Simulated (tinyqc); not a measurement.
Minority-electron transport through the base of a bipolar transistor (Moll-Ross and Kroemer integrals): one step, computed by the program tinyqc. Command: `OMP_NUM_THREADS=1 python tinyqc.py 3026944 3026945 out.jsonl base walk`. One thread of a shared host (Intel(R) Xeon(R) Processor @ 2.30GHz), about 0.01 s of CPU time with the checks.

Low injection, one dimension, x from the emitter edge (0) to the collector edge (W), s = x/W. Recombination is treated as a small correction (valid for tau_B well below tau_n), computed from the stored charge.

Problem. Gain and speed. Emitter-limited gain beta_E = G_E/G_B; recombination-limited gain beta_R = tau_n/tau_B; 1/beta = 1/beta_E + 1/beta_R; f_T from the base alone = 1/(2 pi tau_B).

Inputs (values chosen for the exercise, modelled on silicon): electron lifetime tau_n = 200 ns; emitter Gummel number G_E = 1.1e+13 s/cm^4; temperature T = 300 K.

Base doping profile: exponential. Gap grading: none. Exit of the base: saturation velocity.

base Gummel number G_B = 2.324579e+12 s/cm^4

base transit time tau_B = 2.762215 ps

Give: beta_E; beta_R; current gain beta; f_T from the base alone.

Solution.

beta_E = 4.732

beta_R = 72406

current gain beta = 4.732

f_T from the base alone = 57.62 GHz

The gain is limited mainly by hole injection into the emitter (100 % of the base current).
